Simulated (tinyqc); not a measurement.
n-type polysilicon, carrier trapping at grain boundaries: effect of the temperature.

One-dimensional grains of size Lg, uniform ionised doping N, monovalent traps Qt at each boundary at a depth Et below (for electrons) or above (for holes) the band edge there, abrupt depletion of width W on each side of a boundary, Boltzmann statistics. xi is the distance from the band edge at the grain centre to the Fermi level. Trapped charge Qt/(1 + exp((xi + VB - Et)/Vt)) = 2 N W, barrier VB = q N W^2/(2 eps0 eps_r).

NB is given at 350 K and scales as (T/350 K)^1.5. If the trap equation with xi = Vt ln(NB/N) has a root W < Lg/2, the grain is partly depleted; otherwise W = Lg/2 and the trap equation gives xi = Et - VB + Vt ln(Qt/(N Lg) - 1). N* = Qt/Lg. n0 = NB exp(-xi/Vt); mean density n0 (1 - 2 W/Lg) by charge balance in a partly depleted grain, and n0 (sqrt(pi)/2) erf(u)/u with u = sqrt(VB/Vt) in a fully depleted one; v = sqrt(kB T/(2 pi ms m0)); barrier resistivity Vt exp(VB/Vt)/(q fe n0 v Lg); grain resistivity (1 - 2 W/Lg)/(q n0 mug); effective mobility 1/(q mean density total resistivity). Rows with xi above 0.45 V, towards mid-gap, are left out, since the other carrier type is ignored.

Inputs (values chosen for the exercise); values of the order met in polycrystalline silicon: relative permittivity eps_r = 11.7; conduction-band density of states at the reference temperature NB = 3.53e19 cm^-3; grain size Lg = 45 nm; trap density of a grain boundary Qt = 4.1e12 cm^-2; depth of the trap level from the majority band edge at the boundary Et = 0.43 eV; mass for thermionic emission ms = 0.54 m0; correction factor of the emission rate fe = 0.12; mobility inside the grains mug = 45 cm^2/(V s); doping N = 6.6e18 cm^-3.

Constants: q = 1.602176634e-19 C, kB = 1.380649e-23 J/K, m0 = 9.1093837015e-31 kg, Vt = kB T/q, eps0 = 8.8541878128e-14 F/cm where lengths are in cm. Results are converted to the units shown.

The same in every row: N/N* = 7.244.

Result of one run:
```
T (K)  depleted share 2 W/Lg   VB (V)   xi (V)  mean density (cm^-3)  resistivity (ohm cm)  effective mobility (cm^2/(V s))
320                   0.1380  0.04924  0.04253              5.689e18               0.09428                            11.64
```

What becomes of these results when the temperature T is changed from 320 to 440 K, all else the same?

Result of the changed run:
```
T (K)  depleted share 2 W/Lg   VB (V)   xi (V)  mean density (cm^-3)  resistivity (ohm cm)  effective mobility (cm^2/(V s))
440                   0.1380  0.04921  0.07659              5.689e18               0.07295                            15.04
```

The whole series:
```
T (K)  depleted share 2 W/Lg   VB (V)   xi (V)  mean density (cm^-3)  resistivity (ohm cm)  effective mobility (cm^2/(V s))
200                   0.1380  0.04924  0.01443              5.689e18                0.1939                            5.658
240                   0.1380  0.04924  0.02297              5.689e18                0.1377                            7.966
280                   0.1380  0.04924  0.03238              5.689e18                0.1101                            9.968
320                   0.1380  0.04924  0.04253              5.689e18               0.09428                            11.64
360                   0.1380  0.04924  0.05333              5.689e18               0.08436                            13.01
400                   0.1380  0.04923  0.06470              5.689e18               0.07768                            14.12
440                   0.1380  0.04921  0.07659              5.689e18               0.07295                            15.04
```

As T goes from 200 to 440, VB stays near 0.0492 V, the resistivity falls from 0.194 to 0.0729 ohm cm and the effective mobility rises from 5.66 to 15.0 cm^2/(V s). The activation energy kB ln(rho1/rho2)/(1/T1 - 1/T2) is 0.0354 eV between the first two rows and 0.0238 eV between the last two; mug is held fixed. In every row xi is under 2.5 Vt, where Boltzmann statistics begin to fail.

Computed by the program tinyqc: `OMP_NUM_THREADS=1 python tinyqc.py 2830229 2830230 out.jsonl`, one thread of a shared Intel Xeon 2.30GHz, about 0.01 s for the whole run.
